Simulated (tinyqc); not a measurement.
## Inductance and parasitic capacitance from two readings

Problem. A loss-free coil L in parallel with C shows the apparent inductance L/(1 - w^2 L C), w = 2 pi f. Find L, C and the self-resonance 1/(2 pi sqrt(L C)).

apparent inductance at 1.8 and 3.6 GHz (nH): 4.6411405  8.9399762

Solution. The inverse of the reading is 1/L - w^2 C, a straight line in w^2.

L = 4.000 nH
C = 270.0 fF
self-resonance = 4.843 GHz

Numbers from tinyqc (`OMP_NUM_THREADS=1 python tinyqc.py 2302247 2302248 out.jsonl`; about 0.01 s on one thread of a shared Intel Xeon 2.30GHz).
